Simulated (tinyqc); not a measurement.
Square on-chip spiral inductor, lumped pi model: one step of the calculation.

Outer diameter do = di + 2 n wd + 2 (n - 1) sp, mean da = (do + di)/2, fill p = (do - di)/(do + di), length l = 4 n da. L = 2.34 mu0 n^2 da/(1 + 2.75 p), mu0 = 4 pi 1e-7 H/m. Rs = rho l/(wd delta (1 - exp(-th/delta))), delta = sqrt(rho/(pi f mu0)). Cs = n wd^2 eps0 eo/hu across the coil. At each end Cox = l wd eps0 eo/(2 ho) leads to the substrate branch Rsi = 2 rs he/(l wd) in parallel with Csi = l wd eps0 11.7/(2 he). With one end grounded Y = 1/(Rs + i w L) + i w Cs + 1/[1/(i w Cox) + 1/(1/Rsi + i w Csi)], w = 2 pi f; Q = -Im Y/Re Y. Eddy currents in neighbouring turns and in the substrate are left out.

Task. Admittance, quality factor and apparent inductance. Series branch 1/(Rs + i w L), substrate branch, total Y, Q = -Im Y/Re Y, apparent inductance Im(1/Y)/w, metal-only value w L/Rs, share of the loss in the substrate Re(substrate branch)/Re Y.

Values chosen for this exercise:
- f = 1 GHz (frequency)

L = 6.6633923 nH
Rs = 4.5657250 ohm
Cs = 36.778934 fF
Cox = 359.34168 fF
Rsi = 693.00069 ohm
Csi = 149.48614 fF

Give: series branch; substrate branch; Y; Q; apparent inductance; w L/Rs; share of the loss in the substrate.

Result.

series branch = 2.574-23.604i mS
substrate branch = 0.59788+0.93317i mS
Y = 3.172-22.440i mS
Q = 7.0745
apparent inductance = 6.9535 nH
w L/Rs = 9.1699
share of the loss in the substrate = 18.849 %

Q is 77.1 % of the metal-only value.

Program tinyqc, `OMP_NUM_THREADS=1 python tinyqc.py 2302124 2302125 out.jsonl`; Intel Xeon 2.30GHz, shared host, one thread, about 0.01 s.
